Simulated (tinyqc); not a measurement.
# From stiffness D back to exchange J2

Model: Heisenberg magnet: exchange from energy differences, ordering vector, linear spin waves and ordering temperature. Computed by tinyqc, a small Python program. Command: `OMP_NUM_THREADS=1 python tinyqc.py 3020501 3020502 out.jsonl magnon inv`. One thread of a shared host (Intel(R) Xeon(R) Processor @ 2.30GHz), about 0.5 s of CPU time with the checks.

H = -sum over pairs <ij> J_ij S_i.S_j - K sum_i (S_i^z)^2, each pair once, J > 0 ferromagnetic. First neighbours: 8 at a (0.5, 0.5, 0.5), second: 6 at a (1, 0, 0), with all permutations and signs.

Inputs (values chosen for the exercise, for a model magnet): exchange J1 = 2.12 meV; spin S = 2; single-ion anisotropy K = 0.03 meV; lattice constant a = 5.78 angstrom.

Lattice: bcc. Order: ferromagnetic.

Method. g_s(q) = sum over shell s of cos(q.R), z1 = g1(0). E(q) = S [J(0) - J(q)] + (2S - 1) K, J(q) = J1 g1 + J2 g2. The factor 2S - 1 removes the anisotropy for S = 1/2. sum R_x^2 over the shells is s1 = 2 a^2 and s2 = 2 a^2. E = gap + D q^2 with D = (S/2)(J1 s1 + J2 s2) and gap = (2S - 1) K.

Problem. A run gave the result below. Find the exchange J2, known to lie between -0.67 and -0.42 meV.

stiffness D = 109.4927 meV angstrom^2

Solution.

Each step takes the trial c = (a f_b - b f_a)/(f_b - f_a), f being the result less the target; c replaces end b, the old b replaces a if the sign of f changed, and otherwise f_a is halved.

Scan of the range:
```
exchange J2 (meV)  stiffness D (meV angstrom^2)
-0.670                                   96.884
-0.628                                   99.691
-0.587                                  102.430
-0.545                                  105.236
-0.503                                  108.043
-0.462                                  110.782
-0.420                                  113.589
```

False position (Illinois rule) inside the bracket:
```
step   end a   end b      trial  stiffness D (meV angstrom^2)
1     -0.503  -0.462  -0.481300                      109.4927
```

Stiffness D rises at every point of a 13-point scan of the range (every second point is shown), so one value fits; it is bracketed by -0.503 and -0.462. The scan shows a straight line, so linear interpolation between any two rows gives the answer at once. Answer: exchange J2 = -0.4813 meV.
